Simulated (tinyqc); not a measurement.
Heavy doping: gap narrowing, degeneracy and the minority density: one step. Two estimates of the size. Five cases, with inputs chosen for the exercise.

Task: Evaluate both at N.

F_j(eta) = (1/Gamma(j + 1)) integral_0^infinity x^j dx/(1 + exp(x - eta)), which tends to exp(eta) for eta << 0.

Two physical estimates, e2 = e^2/(4 pi eps0), N in 1/angstrom^3: exchange shift at the Fermi level, Ex = (e2/eps) kF/pi with kF = (3 pi^2 N/Mv)^(1/3); screened-pair energy (Lanyon-Tuft), Es = (3/4)(e2/eps) qs with qs^2 = (4 pi e2 N/(eps kT)) F_-1/2(eta)/F_1/2(eta).

Constants: e^2/(4 pi eps0) = 14.39964547 eV angstrom; kB = 8.617333262e-05 eV/K.

Give: kF; Ex; Es.

Case 1.

Values chosen (gap and densities of states near those of Si at this temperature; narrowing constants near the fits for Si; shifted at random, so the results belong to these values and not to a real crystal):
- N = 1.8e+19 1/cm^3 (ionised acceptors, equal to the majority density)
- eps = 11.8 (dielectric constant)
- Mv = 1 (majority valleys)
- T = 300 K

eta = 1.003217
dEg (empirical fit) = 67.6111 meV

Result:

kF = 0.08108 1/angstrom
Ex = 31.49 meV
Es = 76.33 meV

Against the fitted dEg = 67.6 meV, Ex is 0.47 and Es 1.13 times as large; each keeps one mechanism only, and Ex assumes a strongly degenerate gas, while here eta is only 1.00.

Case 2.

Values chosen (gap and densities of states near those of Si at this temperature; narrowing constants near the fits for Si; shifted at random, so the results belong to these values and not to a real crystal):
- N = 2.2e+19 1/cm^3 (ionised donors, equal to the majority density)
- eps = 11.7 (dielectric constant)
- Mv = 6 (majority valleys)
- T = 450 K

eta = -0.677835
dEg (empirical fit) = 75.0962 meV

Result:

kF = 0.04771 1/angstrom
Ex = 18.69 meV
Es = 80.55 meV

Against the fitted dEg = 75.1 meV, Ex is 0.25 and Es 1.07 times as large; each keeps one mechanism only, and Ex assumes a strongly degenerate gas, while here eta is only -0.68.

Case 3.

Values chosen (gap and densities of states near those of Ge at this temperature; narrowing constants of the size fitted for Si, not for this material; shifted at random, so the results belong to these values and not to a real crystal):
- N = 2.6e+17 1/cm^3 (ionised acceptors, equal to the majority density)
- eps = 15.9 (dielectric constant)
- Mv = 1 (majority valleys)
- T = 300 K

eta = -2.944232
dEg (empirical fit) = 16.5004 meV

Result:

kF = 0.01975 1/angstrom
Ex = 5.69 meV
Es = 7.20 meV

Against the fitted dEg = 16.5 meV, Ex is 0.34 and Es 0.44 times as large; each keeps one mechanism only, and Ex assumes a strongly degenerate gas, while here eta is only -2.94.

Case 4.

Values chosen (gap and densities of states near those of GaAs at this temperature; narrowing constants of the size fitted for Si, not for this material; shifted at random, so the results belong to these values and not to a real crystal):
- N = 3.9e+18 1/cm^3 (ionised acceptors, equal to the majority density)
- eps = 12.7 (dielectric constant)
- Mv = 1 (majority valleys)
- T = 250 K

eta = -0.327966
dEg (empirical fit) = 51.9453 meV

Result:

kF = 0.04870 1/angstrom
Ex = 17.57 meV
Es = 39.36 meV

Against the fitted dEg = 51.9 meV, Ex is 0.34 and Es 0.76 times as large; each keeps one mechanism only, and Ex assumes a strongly degenerate gas, while here eta is only -0.33.

Case 5.

Values chosen (gap and densities of states near those of Si at this temperature; narrowing constants near the fits for Si; shifted at random, so the results belong to these values and not to a real crystal):
- N = 6.1e+18 1/cm^3 (ionised donors, equal to the majority density)
- eps = 11.7 (dielectric constant)
- Mv = 6 (majority valleys)
- T = 450 K

eta = -2.081320
dEg (empirical fit) = 57.8773 meV

Result:

kF = 0.03111 1/angstrom
Ex = 12.19 meV
Es = 44.60 meV

Against the fitted dEg = 57.9 meV, Ex is 0.21 and Es 0.77 times as large; each keeps one mechanism only, and Ex assumes a strongly degenerate gas, while here eta is only -2.08.

Computed by tinyqc, one run a case: `OMP_NUM_THREADS=1 python tinyqc.py N N+1 out.jsonl` with N = 1680013, 1680038, 1680059, 1680087, 1680232; one thread of a shared Intel(R) Xeon(R) Processor @ 2.30GHz, about 0.01 s a run at most.
